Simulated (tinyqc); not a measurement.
Leakage against temperature: trap-assisted generation and recombination current of an abrupt junction. Computed by tinyqc, a small Python program. Command: `OMP_NUM_THREADS=1 python tinyqc.py 3027905 3027906 out.jsonl junctionleak walk`. One thread of a shared host (Intel(R) Xeon(R) Processor @ 2.30GHz), about 0.01 s of CPU time with the checks.

Depletion approximation, flat quasi-Fermi levels across the depleted layer, long neutral regions with minority lifetimes tau_n and tau_p, full ionisation and Boltzmann statistics. Voltages in exponents stand for e V.

Inputs (values chosen for the exercise, with bands and screening modelled on GaP):

| quantity | value | unit |
|---|---|---|
| gap E_g | 2.24 | eV |
| electron mass m_e | 0.507 | m_0 |
| valleys M_c | 3 | - |
| hole mass m_h | 0.805 | m_0 |
| dielectric constant eps | 10.9 | - |
| acceptor density N_A | 8.1e+17 | cm^-3 |
| donor density N_D | 2.8e+17 | cm^-3 |
| capture time tau_n | 7.2e-09 | s |
| capture time tau_p | 1.5e-07 | s |
| trap level E_t - E_i | 0.039 | eV |
| electron diffusion coefficient D_n | 53 | cm^2/s |
| hole diffusion coefficient D_p | 3.9 | cm^2/s |
| reverse bias V_r | 0.6 | V |
| temperature T | 300 | K |

Field enhancement: none.

Constants: k_B = 8.617333262e-05 eV/K; m_0 = 9.1093837015e-31 kg; k_B = 1.380649e-23 J/K; h = 6.62607015e-34 J s; e = 1.602176634e-19 C; eps_0 = 8.8541878128e-12 F/m.

Method:
- N_c = 2 M_c (2 pi m_e k_B T/h^2)^(3/2) and N_v = 2 (2 pi m_h k_B T/h^2)^(3/2), masses in units of m_0.
- n_i = sqrt(N_c N_v) exp(-E_g/2 k_B T); V_bi = (k_B T/e) ln(N_A N_D/n_i^2); diffusion saturation current J_d0 = e n_i^2 [sqrt(D_n/tau_n)/N_A + sqrt(D_p/tau_p)/N_D].
- W = sqrt(2 eps eps_0 (V_bi - V)(1/N_A + 1/N_D)/e), x_p = W N_D/(N_A + N_D), x_n = W - x_p, peak field F_m = 2 (V_bi - V)/W; reverse bias means V = -V_r.
- Potential from the p edge: phi = (V_bi - V) x^2/(x_p W) on the p side and (V_bi - V)[1 - (W - x)^2/(x_n W)] on the n side; p = N_A exp(-phi/k_B T), n = n_i^2 exp(V/k_B T)/p; U = (n p - n_i^2)/[tau_p (n + n_i exp(dE/k_B T)) + tau_n (p + n_i exp(-dE/k_B T))], dE = E_t - E_i, n1 = n_i exp(dE/k_B T), p1 = n_i exp(-dE/k_B T); J_t = e int U dx by the trapezoid rule on 400 intervals on each side.
- The gap, capture times and diffusion coefficients are held fixed. J_g = -J_t at V = -V_r. The last column is -k_B d ln(J_g + J_d0)/d(1/T) from this row and the one above.

Reverse current:

| T (K) | generation (A/cm^2) | diffusion (A/cm^2) | activation energy (eV) |
|---|---|---|---|
| 240 | 1.6325e-23 | 4.5963e-41 | - |
| 270 | 1.0001e-20 | 1.1023e-35 | 1.1946 |
| 300 | 1.7310e-18 | 2.2947e-31 | 1.1991 |
| 340 | 4.1575e-16 | 8.9309e-27 | 1.2045 |
| 380 | 3.2219e-14 | 3.8984e-23 | 1.2108 |
| 420 | 1.1111e-12 | 3.5533e-20 | 1.2173 |
| 480 | 7.6570e-11 | 1.2147e-16 | 1.2256 |

What follows from these numbers?

The activation energy goes from 1.195 to 1.226 eV. Generation alone gives about E_g/2 + dE if tau_p exp(dE/k_B T) exceeds tau_n exp(-dE/k_B T), else E_g/2 - dE, here 1.159 eV, plus 1.5 k_B T and diffusion E_g = 2.24 eV plus 3 k_B T; generation rules in every row.

Extremes, crossings and ranges named in words are read from the listed rows.
